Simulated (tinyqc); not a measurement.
Polarisation charge from two barrier thicknesses.

Problem. VT = phiB - dEc - q sigma d/(eps0 eps_r). Find sigma, phiB - dEc and the thickness at which VT = 0.

Values chosen for this exercise:

| symbol | value | unit | meaning |
|---|---|---|---|
| eps_r | 9.5 |  | relative permittivity of barrier and channel |

Constants: q = 1.602176634e-19 C, eps0 = 8.8541878128e-14 F/cm where lengths are in cm. Results are converted to the units shown.

VT for d = 15 and 25 nm (V): [-2.2073815, -4.2340359]

Solution. VT is linear in d.

sigma = 1.064e13 cm^-2
phiB - dEc = 0.8326 V
thickness for VT = 0 = 4.108 nm

Program tinyqc, `OMP_NUM_THREADS=1 python tinyqc.py 2570120 2570121 out.jsonl`; Intel Xeon 2.30GHz, shared host, one thread, about 0.02 s.
